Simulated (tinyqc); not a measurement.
Comparisons within one model: standing waves and exposure in a photoresist film. A value that a table varies takes the place of the one given here.

Normal incidence from air. Unexposed resist: N1 = n1 + i k1 with k1 = (A + B) lam/(4 pi), lam in micrometres. r01 = (1 - N1)/(1 + N1), t01 = 2/(1 + N1). Substrate Ns = ns + i ks: r12 = (N1 - Ns)/(N1 + Ns). With p = exp(2 pi i N1 d/lam), the field at depth z is E(z) = t01 [exp(2 pi i N1 z/lam) + r12 p^2 exp(-2 pi i N1 z/lam)]/(1 + r01 r12 p^2), the relative intensity I(z) = n1 |E(z)|^2 and the reflectance R = |(r01 + r12 p^2)/(1 + r01 r12 p^2)|^2.

Inputs chosen for the exercise (a resist on Si, indices near tabulated ones; the results hold for these values, not for the real material): lam = 365 nm (vacuum wavelength); n1 = 1.678 (resist index); A = 0.64 1/micrometre (bleachable absorption (Dill A)); B = 0.06 1/micrometre (fixed absorption (Dill B)); d = 663 nm (resist thickness); ns = 6.453 (substrate n); ks = 2.707 (substrate k).

## Swing of the coupled dose with resist thickness

The mean of I is taken over 800 depths; the relative dose to clear is taken as 1/(mean of I over the lowest period, 60 depths), scaled to 1 in the first row.

Swing:

| d (nm) | R | mean I | relative dose |
|---|---|---|---|
| 663.0 | 0.3231 | 0.8092 | 1.000 |
| 681.1 | 0.1814 | 0.9638 | 0.839 |
| 699.3 | 0.0325 | 1.1314 | 0.728 |
| 717.4 | 0.0835 | 1.0661 | 0.791 |
| 735.5 | 0.2413 | 0.8728 | 0.974 |
| 753.6 | 0.3262 | 0.7612 | 1.107 |
| 771.8 | 0.2968 | 0.7792 | 1.068 |
| 789.9 | 0.1610 | 0.9171 | 0.908 |
| 808.0 | 0.0230 | 1.0601 | 0.798 |
| 826.1 | 0.0700 | 1.0030 | 0.861 |
| 844.3 | 0.2201 | 0.8322 | 1.046 |
| 862.4 | 0.3020 | 0.7332 | 1.180 |
| 880.5 | 0.2738 | 0.7501 | 1.142 |

The period is 108.8 nm, six rows. The relative dose swings between 0.728 and 1.180, a ratio (max - min)/mean of 0.472, against the estimate 4 sqrt(|r01|^2 |r12|^2) exp(-(A + B) d) = 0.407 for the oscillating part alone; the ratio from the table also holds the slow rise from absorption, 14.2 % over two periods, so the two are not strictly comparable. The dose is least sensitive to thickness at an extremum; the lowest dose listed is at 699.3 nm.

## What moves the exposure

The mean of I is over 800 depths. Each row changes one parameter from the base and keeps the others.

Results:

| case | \|r12\|^2 | R | mean I | I at the bottom |
|---|---|---|---|---|
| base | 0.4081 | 0.3231 | 0.8092 | 0.0784 |
| d = 673 nm | 0.4081 | 0.2562 | 0.8806 | 0.0855 |
| n1 = 1.695 | 0.4044 | 0.2846 | 0.8505 | 0.0842 |
| B = 0.26 1/micrometre | 0.4075 | 0.2803 | 0.7560 | 0.0698 |
| ks = 2.436 | 0.3969 | 0.3193 | 0.8048 | 0.0799 |
| ns = 7.098 | 0.4333 | 0.3366 | 0.8124 | 0.0677 |

The largest shifts from the base row, up to three for each result and ties (the steps differ in size, so this ranks the rows, not the parameters). |r12|^2: ns +0.0252, ks -0.0112, n1 -0.0037; unchanged at the printed digits by d. R: d -0.0669, B -0.0428, n1 -0.0385. mean I: d +0.0714, B -0.0532, n1 +0.0413. I at the bottom: ns -0.0107, B -0.0085, d +0.0072.

Program tinyqc; command `OMP_NUM_THREADS=1 python tinyqc.py 1651522 1651523 out.jsonl`; about 0.01 s on one thread of a shared Intel(R) Xeon(R) Processor @ 2.30GHz.
